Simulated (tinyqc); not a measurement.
# Conduction-band offset of an n-N heterojunction from carrier-profile moments: what changes with what

Layer 1 (x < 0) accumulates electrons and layer 2 (x > 0) is depleted. Boltzmann statistics. The bands bend down by V1 in layer 1 and up by V2 in layer 2, with V1 + V2 = VD = dE + Vt ln[(N2/Nc2)/(N1/Nc1)].

Inputs (values chosen for the exercise); values of the order of III-V alloys: temperature T = 300 K; relative permittivity of both layers eps_r = 12.1; density of states of the narrow-gap layer 1 Nc1 = 5.4e17 cm^-3; density of states of the wide-gap layer 2 Nc2 = 8.7e17 cm^-3; conduction-band offset dE = 0.13 eV; donor density in layer 1 N1 = 5.3e15 cm^-3; donor density in layer 2 N2 = 5.5e16 cm^-3; fixed charge at the interface si = 0 cm^-2.

Constants: q = 1.602176634e-19 C, kB = 1.380649e-23 J/K, Vt = kB T/q, eps0 = 8.8541878128e-14 F/cm where lengths are in cm. Results are converted to the units shown.

Each table varies one quantity; the others keep the values above.

## Effect of the offset

Sheet densities from the first integral: Q1 = sqrt((2 eps0 eps_r Vt N1/q)(exp(u1) - u1 - 1)) extra electrons, Q2 = sqrt((2 eps0 eps_r Vt N2/q)(exp(-u2) + u2 - 1)) missing ones, u = V/Vt; neutrality Q1 = Q2 + si.

Effect of the offset:
```
dE (eV),VD (V),V1 (V),Q1 (cm^-2),n(0-)/Nc1
0.06,0.10815,0.065074,1.2753e11,0.12164
0.12,0.16815,0.085658,2.0603e11,0.26969
0.19,0.23815,0.10095,2.8635e11,0.48734
0.25,0.29815,0.10999,3.4555e11,0.69114
0.31,0.35815,0.11689,3.9805e11,0.90287
0.37,0.41815,0.12245,4.4552e11,1.1195
0.44,0.48815,0.12779,4.9604e11,1.3762
0.5,0.54815,0.13167,5.3604e11,1.5988
```

Q1 rises from 1.28e11 to 5.36e11 cm^-2, as VD^(0.67) between the last two rows. Layer 1 takes 60.2 % of VD in the first row and 24.0 % in the last: accumulation charge grows exponentially with V1, so most of a large offset falls across the depleted side. For dE = 0.25, 0.31, 0.37, 0.44, 0.5 n(0-) nears or passes Nc1, where degeneracy and quantisation lower Q1.

## Effect of the doping of the wide-gap layer

Same model as above.

Effect of the doping of the wide-gap layer:
```
N2 (cm^-3),VD (V),V1 (V),Q1 (cm^-2),n(0-)/Nc1
1.6e15,0.08671,0.02180,2.968e10,0.02281
2.8e15,0.1012,0.02931,4.223e10,0.03049
4.6e15,0.1140,0.03706,5.679e10,0.04116
7.8e15,0.1277,0.04638,7.680e10,0.05902
1.3e16,0.1409,0.05634,1.018e11,0.08676
2.2e16,0.1545,0.06743,1.351e11,0.1332
3.7e16,0.1679,0.07906,1.777e11,0.2090
6.2e16,0.1813,0.09114,2.323e11,0.3333
1e17,0.1936,0.1027,2.968e11,0.5206
```

Q1 rises from 2.97e10 to 2.97e11 cm^-2, as N2^(0.56) over the table, while VD grows by Vt ln 10 a decade and the share V1/VD rises from 0.251 to 0.530. For N2 = 1e17 n(0-) nears or passes Nc1, where degeneracy and quantisation lower Q1.

Computed by the program tinyqc: `OMP_NUM_THREADS=1 python tinyqc.py 2410032 2410033 out.jsonl`, one thread of a shared Intel Xeon 2.30GHz, about 0.08 s for the whole run.
